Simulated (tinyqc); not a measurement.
# Reverse leakage of an n+-p junction: diffusion, generation, trap-assisted and band-to-band tunnelling, step by step

Program tinyqc, `OMP_NUM_THREADS=1 python tinyqc.py 2290158 2290159 out.jsonl`; Intel Xeon 2.30GHz, shared host, one thread, about 0.01 s. Printed values are rounded.

One-sided abrupt junction in the depletion approximation, x from the junction (0) to W on the p side, field F = F0 (1 - x/W). Flat quasi-Fermi levels, long p side. Traps generate through SRH with both lifetimes shortened by 1 + Gamma (Hurkx enhancement, form for moderate fields); band-to-band generation is local and needs a total bending above Eg.

Inputs (values chosen for the exercise); band and dielectric values close to those of silicon: temperature T = 358 K; band gap Eg = 1.12 eV; relative permittivity eps_r = 11.9; conduction-band density of states at T Nc = 3.69e19 cm^-3; valence-band density of states at T Nv = 3.44e19 cm^-3; acceptor density of the lighter side Na = 2.6e17 cm^-3; donor density of the heavier side Nd = 5e19 cm^-3; SRH lifetime of both carriers at zero field tau = 6e-7 s; trap level above the intrinsic level Et = -0.04 eV; tunnelling mass mt = 0.27 m0; electron diffusion coefficient on the lighter side Dn = 4.6 cm^2/s; band-to-band prefactor Ab = 4.6e14 cm^-0.5 V^-2.5 s^-1; band-to-band field constant Bb = 1.87e7 V/cm; reverse bias VR = 0.4 V.

Constants: q = 1.602176634e-19 C, kB = 1.380649e-23 J/K, hbar = 1.054571817e-34 J s, m0 = 9.1093837015e-31 kg, Vt = kB T/q, eps0 = 8.8541878128e-14 F/cm where lengths are in cm. Results are converted to the units shown.

Range of the model: The n+ side is degenerate, so Vbi from Boltzmann statistics is only a guide.

## Field, scales and diffusion current

ni = sqrt(Nc Nv) exp(-Eg/(2 Vt)), Eg in volts; Vbi = Vt ln(Na Nd/ni^2); W = sqrt(2 eps0 eps_r (Vbi + VR)/(q Na)); F0 = 2 (Vbi + VR)/W; FG = sqrt(24 mt m0 (kB T)^3)/(q hbar); J_diff = q ni^2 sqrt(Dn/tau)(1 - exp(-VR/Vt))/Na.

ni = 4.65951e11 cm^-3
Vbi = 0.978666 V
W = 83.5123 nm
F0 = 330.171 kV/cm
FG = 499.683 kV/cm
J_diff = 3.70442e-10 A/cm^2

## Generation rates across the layer

u = (Vbi + VR)(1 - x/W)^2, p = Na exp(-u/Vt), n = Nd exp((u - Vbi - VR)/Vt); G0 = ni^2 (1 - exp(-VR/Vt))/(tau (n + p + 2 ni cosh(Et/Vt))); Gamma = 2 sqrt(3 pi)(F/FG) exp((F/FG)^2); trap-assisted part G0 Gamma; G_bb = Ab F^2.5 exp(-Bb/F) with F in V/cm, zero unless Vbi + VR > Eg, and counted as zero under 1 cm^-3 s^-1. 15 equal steps.

```
point,x (nm),F (kV/cm),Gamma,G0 (cm^-3 s^-1),G0 Gamma (cm^-3 s^-1),G_bb (cm^-3 s^-1)
0,0.0000,330.171,6.27804,7.23700e9,4.54342e10,7282.98
1,5.5675,308.159,5.53887,2.29651e12,1.27201e13,107.263
2,11.1350,286.148,4.88071,4.88645e14,2.38493e15,0
3,16.7025,264.137,4.29193,5.18158e16,2.22390e17,0
4,22.2700,242.125,3.76254,1.91984e17,7.22349e17,0
5,27.8374,220.114,3.28391,1.97434e17,6.48357e17,0
6,33.4049,198.102,2.84854,1.94739e17,5.54721e17,0
7,38.9724,176.091,2.44987,1.38351e17,3.38941e17,0
8,44.5399,154.080,2.08214,2.09669e16,4.36560e16,0
9,50.1074,132.068,1.74023,1.75793e15,3.05921e15,0
10,55.6749,110.057,1.41957,1.99340e14,2.82977e14,0
11,61.2424,88.046,1.11599,3.33909e13,3.72640e13,0
12,66.8099,66.034,0.825703,8.31513e12,6.86583e12,0
13,72.3773,44.023,0.545154,3.08024e12,1.67921e12,0
14,77.9448,22.011,0.270995,1.69750e12,4.60014e11,0
15,83.5123,0.000,0,1.39172e12,0,0
```

## Current components

Each current is q times the trapezoid sum of its rate; J adds J_diff; J_bb under 1e-8 of the sum is given as 0.

J_SRH = 7.11633e-8 A/cm^2
J_TAT = 2.26231e-7 A/cm^2
J_bb = 0 A/cm^2
J = 2.97765e-7 A/cm^2

A fine grid gives J = 3.008e-7 A/cm^2; the coarse sum is 1.0 % below it. On the fine grid the largest part is trap-assisted tunnelling (76.0 %). The simple estimate q ni W/(2 tau cosh(Et/Vt)) is 3.69 times the fine-grid J_SRH of 7.173e-8 A/cm^2, since near both edges n or p is large enough to quench generation.
